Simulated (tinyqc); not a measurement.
Carbon nanotube by zone folding: one step. The small gap from curvature. Two cases, with inputs chosen for the exercise.

Problem. Rolling tilts the orbitals and moves K off the line: Eg = (3/4) t (acc/d)^2 |cos(3 theta)| in the estimate used here (misalignment of pi orbitals alone).

Give: gap.

Case 1.

Values chosen (out of a larger set: near those used for carbon; not measured data): t = 2.73 eV (hopping); acc = 1.44 angstrom (bond length).

d = 17.87628 angstrom
theta = 30.0000 degrees

Solution.

gap = 0.0 meV

It vanishes for armchair tubes.

Case 2.

Values chosen (out of a larger set: near those used for carbon; not measured data): t = 2.67 eV (hopping); acc = 1.42 angstrom (bond length).

d = 12.42795 angstrom
theta = 19.1066 degrees

Solution.

gap = 14.1 meV

It falls as 1/d^2 and is largest for zigzag tubes.

Computed by tinyqc, one run a case: `OMP_NUM_THREADS=1 python tinyqc.py N N+1 out.jsonl` with N = 1450754, 1450761; one thread of a shared Intel(R) Xeon(R) Processor @ 2.30GHz, about 0.03 s a run at most.
